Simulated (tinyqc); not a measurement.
Worked calculation: solubility, supersaturation, precipitation and gettering of an impurity in a silicon-like host. Computed by tinyqc, a small Python program that keeps every step. Command: `OMP_NUM_THREADS=1 python tinyqc.py 3001613 3001614 out.jsonl ripen walk`. One thread of a shared host (Intel(R) Xeon(R) Processor @ 2.30GHz), about 0.01 s of CPU time with the checks. Intermediate numbers are printed to about 6 digits and carried at full precision; extremes and crossings named in words are read from the listed rows.

The wafer was saturated at T1 and is then held at T.

Inputs (values chosen for the exercise, modelled on iron in silicon):

| quantity | value | unit |
|---|---|---|
| site density N0 | 5e+22 | 1/cm^3 |
| enthalpy of solution H | 3.02 | eV |
| entropy of solution S | 7.5 | k_B |
| diffusion prefactor D0 | 0.00084 | cm^2/s |
| migration energy Q | 0.673 | eV |
| temperature of saturation T1 | 1225 | K |
| anneal temperature T | 983 | K |
| sink density n | 4.3e+09 | 1/cm^3 |
| initial sink radius r0 | 2.8 | nm |
| impurity density in the precipitate C_p | 5.1e+22 | 1/cm^3 |
| interface energy gamma | 0.52 | J/m^2 |
| anneal time t | 320 | s |
| wafer thickness w | 625 | micrometre |

Gettering: relaxation gettering at sinks.

Constants: k_B = 8.617333262e-05 eV/K; k_B = 1.380649e-23 J/K.

## Solubility, diffusivity, supersaturation

C_eq(T) = N0 exp(S/k_B - H/(k_B T)); D(T) = D0 exp(-Q/(k_B T)); C0 = C_eq(T1). Supersaturation s = C0/C_eq(T); critical radius r* = 2 gamma/(C_p k_B T ln s); barrier W* = (4 pi/3) gamma r*^2. Strain energy is left out.

C0 = 3.40081e+13 1/cm^3

C_eq(T) = 2.97051e+10 1/cm^3

D(T) = 2.97750e-07 cm^2/s

supersaturation s = 1144.86

critical radius r* = 0.213337 nm

W*/(k_B T) = 7.30446

Sinks of radius r0 are above r* and grow. The barrier is low enough for new nuclei to form. Caution: the barrier to homogeneous nucleation is below 35 k_B T for these inputs, so new precipitates would form and outnumber the fixed sinks assumed here. Caution: a critical radius of atomic size is outside the capillary model.

## Ham's law for sinks of fixed radius

tau0 = 1/(4 pi n r0 D); C_fixed(t) = C_eq + (C0 - C_eq) exp(-t/tau0). If all excess precipitates, the final radius is r_f = [r0^3 + 3 (C0 - C_eq)/(4 pi n C_p)]^(1/3), with tau_f = 1/(4 pi n r_f D).

tau0 = 221.979 s

C_fixed(t) = 8.06745e+12 1/cm^3

final radius r_f = 3.89170 nm

tau_f = 159.709 s

The sinks grow 1.4 times, so the fixed radius underrates the later rate.

## Growing precipitates

Growing sinks: with y = r/r_f and y0 = r0/r_f, dy/dt = (1 - y^3)/(3 tau_f y), which integrates to t/tau_f = F(y) - F(y0), F(y) = (1/2) ln[(1 + y + y^2)/(1 - y)^2] - sqrt(3) arctan[(2y + 1)/sqrt(3)]; the share of the excess left is (1 - y^3)/(1 - y0^3), and C(t) = C_eq + (C0 - C_eq) x share.

radius at t = 3.74679 nm

share of the excess left = 0.171460

C(t) with growing sinks = 5.85565e+12 1/cm^3

82.9 % of the excess has precipitated.

## Denuded zone

Near a surface held at C_eq(T) the excess decays by out-diffusion over sqrt(D t) and by capture over L_s = sqrt(D tau_f) = (4 pi n r_f)^(-1/2); the shorter length sets the depth from which the surface draws.

sqrt(D t) = 97.6114 micrometre

capture length L_s = 68.9590 micrometre

L_s/w = 0.110334

The sinks catch the impurity before it reaches a surface, except within L_s of it.

## The best anneal temperature for the time t

C_eq(T) = N0 exp(S/k_B - H/(k_B T)); D(T) = D0 exp(-Q/(k_B T)); C0 = C_eq(T1). r_f = [r0^3 + 3 (C0 - C_eq)/(4 pi n C_p)]^(1/3), tau_f = 1/(4 pi n r_f D).

Dissolved share after t:

| T (K) | C_eq/C0 | tau_f (s) | C(t)/C0 |
|---|---|---|---|
| 551 | 6.33659e-16 | 8.10003e+04 | 0.997160 |
| 637 | 3.39736e-12 | 1.19515e+04 | 0.980823 |
| 735 | 5.21118e-09 | 2.33065e+03 | 0.903595 |
| 833 | 1.42276e-06 | 6.67693e+02 | 0.688656 |
| 931 | 1.19246e-04 | 2.48875e+02 | 0.338122 |
| 1029 | 4.29942e-03 | 1.12046e+02 | 0.078635 |
| 1115 | 5.94641e-02 | 6.31361e+01 | 0.067194 |
| 1176 | 3.03605e-01 | 4.65150e+01 | 0.304503 |

The lowest dissolved share among these rows is 0.067 at 1115 K. Above it solubility sets the floor; below it diffusion is too slow for this time. Solubility falls with H = 3.02 eV and diffusion with Q = 0.673 eV.

Checks made by the program: radius against numerical integration (relative difference below 1e-10).
